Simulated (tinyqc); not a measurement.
# From V_3 back to substrate conductivity kappa

Model: the 3-omega method: a line heater on a substrate with a thin film. Computed by tinyqc, a small Python program. Command: `OMP_NUM_THREADS=1 python tinyqc.py 3002173 3002174 out.jsonl threeomega inv`. One thread of a shared host (Intel(R) Xeon(R) Processor @ 2.30GHz), about 0.03 s of CPU time with the checks.

A current at angular frequency omega = 2 pi f heats the line at 2 omega with the amplitude P per length; the temperature swing Delta T at 2 omega gives a voltage at 3 omega. The substrate is taken as semi-infinite and isotropic, and the heat capacity of heater and film is left out.

Inputs (values chosen for the exercise, modelled on a phase-change telluride on silicon):

| quantity | value | unit |
|---|---|---|
| substrate heat capacity C | 1.67 | 1e6 J/(m^3 K) |
| heater half-width b | 9.3 | micrometre |
| power amplitude per length P | 38 | W/m |
| current frequency f | 50 | Hz |
| film thickness t | 490 | nm |
| film conductivity kappa_f | 0.51 | W/(m K) |
| interface resistance R_i | 10 | m^2 K/GW |
| substrate thickness d_s | 725 | micrometre |
| temperature coefficient of resistance beta | 3.1 | 1e-3/K |
| voltage amplitude V_1 | 2 | V |

Method:
- D = kappa/C; q = sqrt(2 i omega/D); penetration depth 1/|q| = sqrt(D/(2 omega)).
- Delta T_s = (P/(pi kappa)) int_0^infinity (sin x/x)^2 / sqrt(x^2 + (q b)^2) dx with (q b)^2 = i |q b|^2, averaged over the heater width (12 Gauss-Legendre points on each of the pieces 0, 14 log-spaced edges from 1e-5 to 1, and multiples of pi to 40 pi; the tail adds 1/(4 (40 pi)^2)).
- For |q| b much below 1: Delta T_s = (P/(pi kappa)) [-ln(|q| b) + eta - i pi/4], eta = 3/2 - C_E = 0.92278, with Euler's C_E = 0.5772157.
- One-dimensional flow across the film: Delta T_f = P (t/kappa_f + R_i)/(2 b); total in-phase swing Delta T = Delta T_s + Delta T_f; third-harmonic amplitude V_3 = V_1 beta |Delta T|/2 with the out-of-phase part included; the apparent film conductivity is t/(t/kappa_f + R_i).

Problem. A run gave the result below. Find the substrate conductivity kappa, known to lie between 130 and 210 W/(m K).

V_3 = 7.291493 mV

Solution.

Each step takes the trial c = (a f_b - b f_a)/(f_b - f_a), f being the result less the target and a, b, c the logarithms of the listed values; c replaces end b, the old b replaces a if the sign of f changed, and otherwise f_a is halved.

Scan of the range:

| substrate conductivity kappa (W/(m K)) | V_3 (mV) |
|---|---|
| 130 | 7.46599 |
| 141 | 7.37378 |
| 153 | 7.28748 |
| 165 | 7.21306 |
| 179 | 7.13818 |
| 194 | 7.06930 |
| 210 | 7.00610 |

False position (Illinois rule, in the logarithm of the input) inside the bracket:

| step | end a | end b | trial | V_3 (mV) |
|---|---|---|---|---|
| 1 | 141.000 | 153.000 | 152.420 | 7.29136 |
| 2 | 141.000 | 152.420 | 152.381 | 7.29162 |
| 3 | 152.420 | 152.381 | 152.400 | 7.29149 |
| 4 | 152.381 | 152.400 | 152.400 | 7.29149 |

V_3 falls at every point of a 13-point scan of the range (every second point is shown), so one value fits; it is bracketed by 141 and 153. Answer: substrate conductivity kappa = 152.4 W/(m K).

Caution: the penetration depth exceeds a fifth of the substrate thickness, so the back face is felt and the semi-infinite formula fails.
